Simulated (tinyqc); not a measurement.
Inside a calculation. Model: input admittance of a MOSFET at zero drain bias: distributed channel and distributed gate.

Program tinyqc, `OMP_NUM_THREADS=1 python tinyqc.py 2262229 2262230 out.jsonl`; Intel Xeon 2.30GHz, shared host, one thread, about 0.01 s. Printed values are rounded.

Source and drain grounded, strong inversion, w = 2 pi f, Cox = eps0 eox/tox. The channel is an RC line of resistance 1/(mu Cox Vo) per square fed from both ends, so one finger has the intrinsic admittance y = i w Cox L tanh(g)/g per width, g = (1/2) sqrt(i w tau), tau = L^2/(mu Vo). The vertical resistance rv/L is in series with y, the overlaps 2 i w Cov in parallel: y_t = 1/(1/y + rv/L) + 2 i w Cov. The gate strip is a line of Rsh/L per length loaded by y_t, so a finger has Y = y_t Wf tanh(k)/k, k = (Wf/sd) sqrt(y_t Rsh/L); the device has Nf Y.

Values chosen for this exercise; values of the order met in silicon radio-frequency transistors:
```
symbol,value,unit,meaning
eox,3.9,,relative permittivity of the gate insulator (close to silicon dioxide)
tox,1.9,nm,insulator thickness
L,0.065,um,channel length
Wf,4,um,finger width
Nf,8,,number of fingers
mu,170,cm^2/(V s),channel mobility
Vo,0.3,V,gate overdrive
Rsh,20,ohm/square,sheet resistance of the gate
rv,6,ohm um^2,vertical resistivity of the gate stack
sd,2,,number of ends at which a finger is contacted
Cov,0.2,fF/um,overlap and fringe capacitance on each side
f,40,GHz,frequency
```

Constants: eps0 = 8.8541878128e-14 F/cm where lengths are in cm. Results are converted to the units shown.

## Low-frequency resistances and capacitance

Low-frequency limits, with c = Cox L and ct = c + 2 Cov: R_strip = Rsh Wf/(3 sd^2 L Nf), R_ch = (c/ct)^2 L/(12 mu Cox Vo Wf Nf), R_vert = (c/ct)^2 rv/(L Wf Nf), C = ct Wf Nf.

parts (ohm): strip 12.8205, channel 1.01918, vertical 1.60985
sum = 15.4495 ohm
C = 50.6027 fF
1/(2 pi R C) = 203.578 GHz

The strip term is the largest, 83.0 % of the sum.

## Admittance of the channel and stack per width

tau, g, c = Cox L, y and y_t as defined.

tau = 0.828431 ps
g = 0.161326+0.161326i
c = 1.18134 fF/um
y = 5.149+296.795i uS/um
y_t = 13.260+396.822i uS/um

w tau = 0.208, and Im y is 1.00 of w c.

## Input impedance of the device

k and Y as defined; Z = 1/(Nf Y) = R + 1/(i w C); Q = |Im Z|/R; signal at the point farthest from a contact |1/cosh k|.

k = 0.502488+0.485977i
Nf Y = 2.3750+12.1827i mS
R = 15.4159 ohm
C = 50.3157 fF
Q = 5.12964
signal at the far point = 0.972978

R is 0.22 % below its low-frequency limit and C is 0.57 % below its own.
